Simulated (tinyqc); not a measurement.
Convergence with the mesh: Koster-Slater impurity in an sp3s* host.

sp3s* tight binding, nearest neighbours only: anion (a) at 0, cation (c) at a/4 (1,1,1), orbitals s, px, py, pz, s* on each; k in units of 2 pi/a. With phases e_j = exp(i (pi/2) k.n_j) for n = (1,1,1), (1,-1,-1), (-1,1,-1), (-1,-1,1): g0 = (e1+e2+e3+e4)/4, g1 = (e1+e2-e3-e4)/4, g2 = (e1-e2+e3-e4)/4, g3 = (e1-e2-e3+e4)/4. The diagonal holds the levels Esa, Epa, Exa (s*) and Esc, Epc, Exc. Anion-cation block: <sa|sc> = Vss g0; <sa|xc> = Vsapc g1; <xa|sc> = -Vscpa g1; <xa|xc> = Vxx g0; <xa|yc> = <ya|xc> = Vxy g3, <xa|zc> = <za|xc> = Vxy g2, <ya|zc> = <za|yc> = Vxy g1; <s*a|xc> = Vxapc g1; <xa|s*c> = -Vpaxc g1; y and z take g2 and g3 in place of g1; s-s* and s*-s* vanish.

A defect on a cation site (c) shifts the s level there by Vs or the three p levels by Vp and leaves the rest. A level in the gap solves 1/Vs = G_s(E) (symmetry A1) or 1/Vp = G_p(E) (T2, threefold), with G(E) = (1/N^3) sum over k and bands of w/(E - e), where w is the weight of the state on the s orbital of that site, or the mean weight on its px, py, pz. Mesh: k = f1 (-1,1,1) + f2 (1,-1,1) + f3 (1,1,-1), f = (j + 1/2)/N, j = 0 to N - 1. Energies from the top of the valence band at Gamma; the s* orbital of the site is left as it is. An infinite shift removes the s or p orbitals, the model of the ideal vacancy: G(E) = 0.

Values chosen for the exercise (out of a larger set: near a published set for GaAs; not measured data): p = (-8.437, 1.049, -2.644, 3.702, 8.669, 6.789, -6.413, 1.937, 5.091, 4.49, 5.758, 4.874, 4.819) eV (order Esa, Epa, Esc, Epc, Exa, Exc, Vss, Vxx, Vxy, Vsapc, Vscpa, Vxapc, Vpaxc); V = -2.9 eV (shift of the s level).

Eg (smallest gap of the host) = 1.46845 eV

The same level (G_s = 1/V) on meshes of growing size; a dash: no level from 0 to Eg.

Mesh:
```
N  points  G_s(Eg/2) (1/eV)  level (eV)
2       8          -0.20467      1.2257
3      27          -0.19897      1.2311
4      64          -0.19753      1.2418
6     216          -0.19727      1.2422
8     512          -0.19728      1.2419
```

Against N = 8, G at mid-gap is off by -0.00739 at N = 2 and +0.00001 1/eV at N = 6; the level moves by -0.3 meV from N = 6 to 8. Errors in G are magnified in the level by 1/|dG/dE|, and a level near a band edge needs the finest mesh, since the sum there is ruled by few points.

tinyqc: `OMP_NUM_THREADS=1 python tinyqc.py 1450957 1450958 out.jsonl`; about 0.04 s, one thread, shared Intel(R) Xeon(R) Processor @ 2.30GHz.
